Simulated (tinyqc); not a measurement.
Absorption spectrum: gated graphene: carriers, quantum capacitance and optical conductivity.

Conductivity over sigma0 = e^2/(4 hbar): interband Re = sinh(E/2kT)/(cosh(mu/kT) + cosh(E/2kT)); intraband Re = (8 kT/pi) ln(2 cosh(mu/2kT)) Gm/(E^2 + Gm^2). A free sheet absorbs about pi alpha_f Re(sigma/sigma0), alpha_f the fine-structure constant (alpha among the constants).

Constants: kB = 8.617333262e-05 eV/K; fine-structure constant alpha = 0.007297352564.

Values chosen for the exercise (out of a larger set: Fermi velocity near that of graphene, gate dielectric near HfO2; not measured data): T = 400 K; Gm = 20 meV (intraband damping).

mu = 0.04104 eV

Results:
```
E (eV)  interband  intraband  absorption (%)
0.008      0.0415     3.2566           7.561
0.016      0.0829     2.3034           5.471
0.029      0.1501     1.2176           3.135
0.041      0.2117     0.7261           2.150
0.057      0.2927     0.4141           1.620
0.070      0.3571     0.2851           1.472
0.082      0.4150     0.2121           1.438
0.094      0.4710     0.1636           1.455
0.107      0.5289     0.1275           1.505
0.131      0.6268     0.0860           1.634
0.164      0.7391     0.0554           1.821
0.246      0.9066     0.0248           2.135
```

The edge lies at 2|mu| = 0.082 eV and, for |mu| above about 3 kT (here 1.2), rises from 10 % to 90 % over about 8.8 kT = 0.303 eV. The absorption is lowest, 1.438 %, at 0.082 eV of those listed, between the Drude tail and the edge; at the last row it is 2.135 % against pi alpha_f = 2.293 %. The thin-sheet formula fails where the absorption is large, and trigonal warping matters above about 1.5 eV.

Run: tinyqc, `OMP_NUM_THREADS=1 python tinyqc.py 1652198 1652199 out.jsonl`; Intel(R) Xeon(R) Processor @ 2.30GHz, one thread, shared host; about 0.01 s of CPU time with all checks.
